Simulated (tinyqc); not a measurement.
Off-state leakage of single and stacked transistors: subthreshold current against the height of the stack.

n-channel devices of unit width. Subthreshold current I(Vg, Vs, Vd) = I0 (T/300 K)^0.5 exp[(Vg - Vs - VT(T) - gb (Vs - Vb) + dd (Vd - Vs))/(nf Vt)] (1 - exp(-(Vd - Vs)/Vt)), VT(T) = VT - cT (T - 300 K). Gate-edge tunnelling Ig (Vd/1 V) exp(ag (Vd - 1 V)), for a gate at 0 V, and band-to-band leakage Ab u exp(-Bb/u), u = Vd - Vb + 1 V, flow at a drain held at V; both are taken as independent of T. In a stack of off transistors (all gates at 0 V) the same subthreshold current passes through each.

All n gates at 0 V, bottom source at 0 V, top drain at V; node voltages follow from equal currents.

Inputs (values chosen for the exercise); values of the order met in bulk silicon logic transistors:

| symbol | value | unit | meaning |
|---|---|---|---|
| T | 358 | K | temperature |
| V | 0.8 | V | supply voltage |
| VT | 0.34 | V | threshold at 300 K, zero drain and body bias |
| cT | 0.8 | mV/K | fall of the threshold with temperature |
| I0 | 0.23 | uA/um | current at threshold at 300 K |
| nf | 1.37 |  | slope factor |
| dd | 0.06 |  | drain-induced lowering per volt |
| gb | 0.13 |  | rise of the threshold per volt of source-body bias |
| Vb | -0.6 | V | body voltage |

Constants: q = 1.602176634e-19 C, kB = 1.380649e-23 J/K, Vt = kB T/q. Results are converted to the units shown.

Subthreshold current against the height of the stack:
columns A: n; B: I (nA/um); C: reduction factor; D: drain voltage of the bottom device (mV); E: source voltage of the top device (mV); F: voltage across the top device (V)
```
A          B       C       D       E        F
1    0.11883  1.0000  800.00       0  0.80000
2   0.031835  3.7327  46.780  46.780  0.75322
3   0.018600  6.3885  19.810  65.865  0.73413
4   0.013179  9.0163  12.777  78.102  0.72190
5   0.010218  11.630  9.4620  87.142  0.71286
6  0.0083479  14.234  7.5229  94.320  0.70568
```

The second transistor cuts the current by a factor of 3.73, the third by a further 1.71 and the sixth by 1.22. The top device keeps 88.2 % of the supply at n = 6, while the drain voltage of the bottom one falls to 0.244 Vt.

Numbers from tinyqc (`OMP_NUM_THREADS=1 python tinyqc.py 2242161 2242162 out.jsonl`; about 0.06 s on one thread of a shared Intel Xeon 2.30GHz).
